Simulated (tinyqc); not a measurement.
Gain for each load and current direction: deformation-potential model of the X valleys of a conduction band.

Valleys with axes along x, y and z, one whole valley each. Herring-Vogt shift of a valley with unit axis a: dE = Xd tr(e) + Xu a.e.a. Non-degenerate shares n_i = exp(-dE_i/kT)/sum_j exp(-dE_j/kT). Inverse mass tensor of a valley: (1 - a a)/mt + a a/ml; the masses are taken as independent of strain.

s11 = (C11 + C12)/((C11 - C12)(C11 + 2 C12)), s12 = -C12/((C11 - C12)(C11 + 2 C12)), s44 = 1/C44; exx = s11 sxx + s12 (syy + szz) and cyclic, exy = s44 sxy/2; tension is positive. A uniaxial stress X along the unit vector n is s_ij = X n_i n_j.

Constants: kB = 8.617333262e-05 eV/K.

Values chosen for the exercise (near those of GaP; the results hold for these values, not for the real material):
- ml = 2.074 m0 (longitudinal mass)
- mt = 0.246 m0 (transverse mass)
- Xd = 1.51 eV (dilation potential)
- Xu = 6.65 eV (uniaxial potential)
- C11 = 140.9 GPa
- C12 = 61.6 GPa
- C44 = 69.9 GPa
- X1 = 0.9 GPa (size of the stress)
- T = 350 K (temperature)

Each load has the size X1. Gain m_c(0)/m_c - 1 in per cent from repopulation alone, m_c = 1/(u.M.u), M = sum_i n_i (inverse mass tensor); biaxial means sxx = syy.

Gain (%); + is tension, - compression:

| load | [100] | [010] | [001] | [110] | [1-10] | [111] |
|---|---|---|---|---|---|---|
| uniaxial [110] (+) | 18.9 | 18.9 | -37.8 | 18.9 | 18.9 | 0.0 |
| uniaxial [110] (-) | -13.0 | -13.0 | 26.0 | -13.0 | -13.0 | 0.0 |
| uniaxial [100] (+) | 36.7 | -18.3 | -18.3 | 9.2 | 9.2 | 0.0 |
| uniaxial [100] (-) | -65.6 | 32.8 | 32.8 | -16.4 | -16.4 | 0.0 |
| uniaxial [111] (+) | 0.0 | 0.0 | 0.0 | 0.0 | 0.0 | 0.0 |
| uniaxial [111] (-) | 0.0 | 0.0 | 0.0 | 0.0 | 0.0 | 0.0 |
| biaxial (001) (+) | 32.8 | 32.8 | -65.6 | 32.8 | 32.8 | 0.0 |
| biaxial (001) (-) | -18.3 | -18.3 | 36.7 | -18.3 | -18.3 | 0.0 |

What can be read from this table?

The largest gain is +36.7 %, for uniaxial [100] (+) with the current along [100] and biaxial (001) (-) with the current along [001]; for a [110] channel it is +32.8 %, under biaxial (001) (+). No gain or loss appears under uniaxial [111]: the valleys stay equivalent (in real silicon shear also changes the masses, which this model leaves out).

(tinyqc, `OMP_NUM_THREADS=1 python tinyqc.py 1050076 1050077 out.jsonl`, Intel(R) Xeon(R) Processor @ 2.30GHz, 1 thread, shared host, about 0.03 s.)
